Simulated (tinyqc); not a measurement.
Electron mobility in a silicon inversion layer, empirical terms and Matthiessen rule: one step of the calculation.

Inversion layer of sheet density Ns on a uniformly doped body. The mobility terms are empirical power laws with prefactors chosen for the exercise; adding their inverses (Matthiessen) is itself an approximation.

Question. Inversion density for the measured current. I = (W/L) q Ns mu Vd. E = q (Ndep + eta Ns)/(eps0 eps_r) in MV/cm. With t = T/(300 K): muC = Ac (Ns/1e12 cm^-2) t/(Nb/1e17 cm^-3 + Nit/1e11 cm^-2), muP = Ap E^(-1/3) t^(-1.75), muS = As E^(-gs); 1/mu is the sum of the inverses. Ns(new) = I/((W/L) q mu Vd).

Values chosen for this exercise; material values close to those of silicon:
```
symbol,value,unit,meaning
T,293,K,temperature
eps_r,11.7,,relative permittivity of the semiconductor
Nb,2.8e17,cm^-3,body doping
eta,0.5,,weight of the inversion charge in the effective field
Ap,384,cm^2/(V s),phonon-limited mobility at 1 MV/cm and 300 K
As,756,cm^2/(V s),roughness-limited mobility at 1 MV/cm
gs,2,,exponent of the roughness term
Ac,2900,cm^2/(V s),Coulomb prefactor
Nit,2.8e11,cm^-2,charge at the interface
WL,5,,ratio W/L
Vd,0.05,V,drain voltage
I,71.8,uA,measured linear current
```

Constants: q = 1.602176634e-19 C, eps0 = 8.8541878128e-14 F/cm where lengths are in cm. Results are converted to the units shown.

Ns after iteration 1 = 8.0082666e12 cm^-2
Ndep = 2.3151835e12 cm^-2

Give: E; mu; Ns after iteration 2.

Answer.

E = 0.97734 MV/cm
mu = 250.62 cm^2/(V s)
Ns after iteration 2 = 7.1525e12 cm^-2

Program tinyqc, `OMP_NUM_THREADS=1 python tinyqc.py 2510097 2510098 out.jsonl`; Intel Xeon 2.30GHz, shared host, one thread, about 0.01 s.
